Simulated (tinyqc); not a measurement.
Inside a calculation. Model: a double barrier with mass mismatch, transfer matrices.

Computed by the program tinyqc: `OMP_NUM_THREADS=1 python tinyqc.py 2560114 2560115 out.jsonl`, one thread of a shared Intel Xeon 2.30GHz, about 0.1 s for the whole run. Printed values are rounded.

One electron of energy E comes from the left lead (band edge 0); no transverse momentum. Parabolic bands, masses in units of m0, C = hbar^2/(2 m0); psi and psi'/m are continuous at every interface. Barrier d1, well Lw, barrier d2; the right lead equals the left one.

Values chosen for this exercise; masses and offsets close to those of InGaAs wells and AlAs barriers: mass in the left lead mL = 0.041 m0; barrier height U1 = 1.2 eV; barrier mass m1 = 0.15 m0; width of the first barrier d1 = 1 nm; well width (edge 0, mass mL) Lw = 2.8 nm; width of the second barrier d2 = 1 nm; electron energy E = 0.846 eV.

Constants: q = 1.602176634e-19 C, hbar = 1.054571817e-34 J s, m0 = 9.1093837015e-31 kg, hbar^2/(2 m0) = 0.0380998212 eV nm^2. Results are converted to the units shown.

Range of the model: Masses are held fixed, although real bands cease to be parabolic a few tenths of an eV from their edges (inside a barrier too).

## Wave numbers

k = sqrt(m (E - U)/C) where E > U, K = sqrt(m (U - E)/C) where E < U; v = k/m in the leads.

Layers:
```
   U (eV)  m (m0)  d (nm)  k or K (1/nm)  which
1     1.2    0.15       1       1.180554      K
2       0   0.041     2.8      0.9541478      k
3     1.2    0.15       1       1.180554      K
```

vL = 23.27190 1/nm
vR = 23.27190 1/nm

## Matrices of the layers

For the pair (psi, psi'/m) a flat layer has M = [[cos kd, (m/k) sin kd], [-(k/m) sin kd, cos kd]] with k = sqrt(m (E - U)/C) above its edge U, and M = [[cosh Kd, (m/K) sinh Kd], [(K/m) sinh Kd, cosh Kd]] with K = sqrt(m (U - E)/C) below it. M12 is in nm, M21 in 1/nm.

M of layer 1:
```
          1          2
1  1.781643  0.1873529
2  11.60511   1.781643
```

M of layer 2:
```
            1           2
1  -0.8915779  0.01945984
2   -10.53908  -0.8915779
```

M of layer 3:
```
          1          2
1  1.781643  0.1873529
2  11.60511   1.781643
```

## Product of the matrices

The matrix of the later layer stands to the left: M = M_n ... M_2 M_1; det M = 1.

M:
```
           1           2
1  -7.884154  -0.9033730
2  -67.70170   -7.884154
```

## Transmission and reflection

The matrix M carries (psi, psi'/m) across the stack, and v = k/m in each lead. psi = 1 + r at the left edge (incident amplitude 1) and t at the right edge. With det M = 1, a = i vR M11 - M21 and b = -vL vR M12 - i vL M22: t = 2 i vL/(a - b), r = -(a + b)/(a - b), T(E) = (vR/vL) |t|^2, R(E) = |r|^2.

t = -0.05467911-0.06281331i
r = 0.7516355-0.6543002i
T(E) = 0.006935317
R(E) = 0.9930647

T(E) + R(E) = 1: the current is conserved.
